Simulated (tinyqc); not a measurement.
Inside a calculation. Method: G0W0 on RHF in the sto-3g basis, for H6, spin multiplicity 1. One step of it, computed by the program tinyqc.

Question. Screening: direct RPA. With D = e_a - e_i and K = (ia|jb): diagonalise D^(1/2) (D + 4K) D^(1/2) = Z w^2 Z^T; X + Y = D^(1/2) Z w^(-1/2), each column of Z with its largest component positive (the first on a tie); E_c = (sum w - tr (D + 2K)) / 2.

orbital energies (hartree): MO1 -0.684119, MO2 -0.580480, MO3 -0.440977, MO4 0.398966, MO5 0.726206, MO6 1.129010

Two-electron integrals over orbitals (pq|rs), unique and non-zero (hartree):
```
(11|11) 0.423343    (21|21) 0.129828    (22|11) 0.336148    (22|22) 0.396336
(31|11) 0.082594    (31|22) -0.054566   (31|31) 0.128754    (32|21) -0.125263
(32|32) 0.144188    (33|11) 0.394764    (33|22) 0.352996    (33|31) 0.044335
(33|33) 0.395707    (41|21) 0.037050    (41|32) 0.003856    (41|41) 0.080301
(42|11) 0.058009    (42|22) -0.002286   (42|31) 0.050635    (42|33) 0.015372
(42|42) 0.071156    (43|21) 0.062817    (43|32) -0.062356   (43|41) 0.014836
(43|43) 0.075922    (44|11) 0.392870    (44|22) 0.352617    (44|31) 0.039704
(44|33) 0.383201    (44|42) 0.024850    (44|44) 0.398210    (51|11) 0.008362
(51|22) 0.027702    (51|31) -0.023654   (51|33) -0.009973   (51|42) 0.037934
(51|44) 0.000682    (51|51) 0.048139    (52|21) 0.023306    (52|32) 0.004039
(52|41) 0.055281    (52|43) -0.037286   (52|52) 0.086986    (53|11) -0.066903
(53|22) -0.003886   (53|31) -0.055485   (53|33) -0.030713   (53|42) -0.067265
(53|44) -0.025569   (53|51) -0.031979   (53|53) 0.072665    (54|21) 0.125993
(54|32) -0.137536   (54|41) 0.006046    (54|43) 0.063902    (54|52) -0.000938
(54|54) 0.148472    (55|11) 0.352085    (55|22) 0.399880    (55|31) -0.042831
(55|33) 0.365369    (55|42) 0.003654    (55|44) 0.374525    (55|51) 0.027974
(55|53) -0.007820   (55|55) 0.425324    (61|21) 0.001779    (61|32) 0.014407
(61|41) 0.028971    (61|43) 0.048857    (61|52) -0.030189   (61|54) -0.011244
(61|61) 0.065637    (62|11) -0.014539   (62|22) -0.033071   (62|31) 0.021009
(62|33) -0.001945   (62|42) -0.034218   (62|44) -0.000137   (62|51) -0.043652
(62|53) 0.036067    (62|55) -0.032329   (62|62) 0.045836    (63|21) 0.041229
(63|32) -0.005513   (63|41) 0.076604    (63|43) 0.017998    (63|52) 0.054972
(63|54) 0.005413    (63|61) 0.028970    (63|63) 0.082580    (64|11) 0.084449
(64|22) -0.046141   (64|31) 0.122319    (64|33) 0.045975    (64|42) 0.052486
(64|44) 0.045022    (64|51) -0.020218   (64|53) -0.055857   (64|55) -0.045845
(64|62) 0.019943    (64|64) 0.131648    (65|21) -0.131807   (65|32) 0.128731
(65|41) -0.038378   (65|43) -0.066323   (65|52) -0.024484   (65|54) -0.135326
(65|61) -0.003060   (65|63) -0.046060   (65|65) 0.148056    (66|11) 0.453134
(66|22) 0.358826    (66|31) 0.090871    (66|33) 0.425144    (66|42) 0.065234
(66|44) 0.430568    (66|51) 0.009705    (66|53) -0.076616   (66|55) 0.386567
(66|62) -0.017217   (66|64) 0.099759    (66|66) 0.513014
```

Give: D^(1/2) (D + 4K) D^(1/2); excitation energies w; X + Y; RPA correlation energy.

Answer.

D^(1/2) (D + 4K) D^(1/2) (hartree^2):
```
       1>4     1>5     1>6     2>4     2>5     2>6     3>4     3>5
1>4  1.521   0.000   0.162   0.000   0.263   0.000   0.057   0.000
1>5  0.000   2.261   0.000   0.178   0.000  -0.271   0.000  -0.164
1>6  0.162   0.000   3.763   0.000  -0.186   0.000   0.241   0.000
2>4  0.000   0.178   0.000   1.238   0.000  -0.177   0.000  -0.288
2>5  0.263   0.000  -0.186   0.000   2.162   0.000  -0.156   0.000
2>6  0.000  -0.271   0.000  -0.177   0.000   3.236   0.000   0.204
3>4  0.057   0.000   0.241   0.000  -0.156   0.000   0.961   0.000
3>5  0.000  -0.164   0.000  -0.288   0.000   0.204   0.000   1.702
3>6  0.400   0.000   0.196   0.000   0.315   0.000   0.083   0.000

       3>6
1>4  0.400
1>5  0.000
1>6  0.196
2>4  0.000
2>5  0.315
2>6  0.000
3>4  0.083
3>5  0.000
3>6  2.983
```

excitation energies w (hartree): [0.955, 1.045, 1.171, 1.316, 1.436, 1.497, 1.783, 1.837, 1.966]

X + Y:
```
          1       2       3       4       5       6       7       8
1>4  -0.123   0.000   0.906   0.000   0.147   0.000   0.190   0.000
1>5   0.000  -0.089   0.000   0.349   0.000   0.872   0.000  -0.239
1>6  -0.089   0.000  -0.100   0.000   0.160   0.000  -0.234   0.000
2>4   0.000   0.884   0.000  -0.302   0.000   0.139   0.000  -0.090
2>5   0.170   0.000  -0.245   0.000   0.843   0.000   0.321   0.000
2>6   0.000   0.035   0.000  -0.112   0.000   0.347   0.000   0.907
3>4   0.919   0.000   0.113   0.000  -0.088   0.000  -0.009   0.000
3>5   0.000   0.423   0.000   0.818   0.000  -0.214   0.000   0.130
3>6  -0.042   0.000  -0.215   0.000  -0.413   0.000   0.810   0.000

          9
1>4   0.078
1>5   0.000
1>6   0.919
2>4   0.000
2>5  -0.041
2>6   0.000
3>4   0.060
3>5   0.000
3>6   0.224
```

RPA correlation energy = -0.06627 hartree
